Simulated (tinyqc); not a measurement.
Reverse leakage of an n+-p junction: diffusion, generation, trap-assisted and band-to-band tunnelling: one step of the calculation.

One-sided abrupt junction in the depletion approximation, x from the junction (0) to W on the p side, field F = F0 (1 - x/W). Flat quasi-Fermi levels, long p side. Traps generate through SRH with both lifetimes shortened by 1 + Gamma (Hurkx enhancement, form for moderate fields); band-to-band generation is local and needs a total bending above Eg.

Question. Generation rates across the layer. u = (Vbi + VR)(1 - x/W)^2, p = Na exp(-u/Vt), n = Nd exp((u - Vbi - VR)/Vt); G0 = ni^2 (1 - exp(-VR/Vt))/(tau (n + p + 2 ni cosh(Et/Vt))); Gamma = 2 sqrt(3 pi)(F/FG) exp((F/FG)^2); trap-assisted part G0 Gamma; G_bb = Ab F^2.5 exp(-Bb/F) with F in V/cm, zero unless Vbi + VR > Eg. 12 equal steps.

Parameters, values chosen for the exercise; band and dielectric values close to those of gallium arsenide: temperature T = 250 K; band gap Eg = 1.41 eV; acceptor density of the lighter side Na = 3.6e16 cm^-3; donor density of the heavier side Nd = 5e19 cm^-3; SRH lifetime of both carriers at zero field tau = 8e-6 s; trap level above the intrinsic level Et = 0 eV; band-to-band prefactor Ab = 1.9e16 cm^-0.5 V^-2.5 s^-1; band-to-band field constant Bb = 1.59e7 V/cm; reverse bias VR = 2.1 V.

Constants: q = 1.602176634e-19 C, kB = 1.380649e-23 J/K, Vt = kB T/q. Results are converted to the units shown.

ni = 9250.4421 cm^-3
Vbi = 1.4049699 V
W = 374.02165 nm
F0 = 187.42070 kV/cm
FG = 165.52292 kV/cm

Give: x; F; Gamma; G0; G0 Gamma; G_bb.

Answer.

```
point  x (nm)  F (kV/cm)    Gamma  G0 (cm^-3 s^-1)  G0 Gamma (cm^-3 s^-1)  G_bb (1e-8 cm^-3 s^-1)
0        0.00     187.42   25.057        2.1393e-7              5.3604e-6                  4.1404
1       31.17     171.80   18.716            41280               7.7259e5                  0.0015
2       62.34     156.18   14.113         5.7815e8               8.1594e9                  0.0000
3       93.51     140.57   10.725         5.7815e8               6.2006e9                  0.0000
4      124.67     124.95   8.1941         5.7815e8               4.7375e9                  0.0000
5      155.84     109.33   6.2735         5.7815e8               3.6270e9                  0.0000
6      187.01      93.71   4.7896         5.7815e8               2.7691e9                  0.0000
7      218.18      78.09   3.6189         2.8167e8               1.0194e9                  0.0000
8      249.35      62.47   2.6722            21072                  56309                  0.0000
9      280.52      46.86   1.8831           7.7446                 14.584                  0.0000
10     311.68      31.24   1.2007         0.027266               0.032739                  0.0000
11     342.85      15.62  0.58453        9.1962e-4              5.3755e-4                  0.0000
12     374.02       0.00        0        2.9712e-4                      0                  0.0000
```

Range of the model: The n+ side is degenerate, so Vbi from Boltzmann statistics is only a guide.

tinyqc, about 0.01 s, one thread, Intel Xeon 2.30GHz (shared host): `OMP_NUM_THREADS=1 python tinyqc.py 2290049 2290050 out.jsonl`
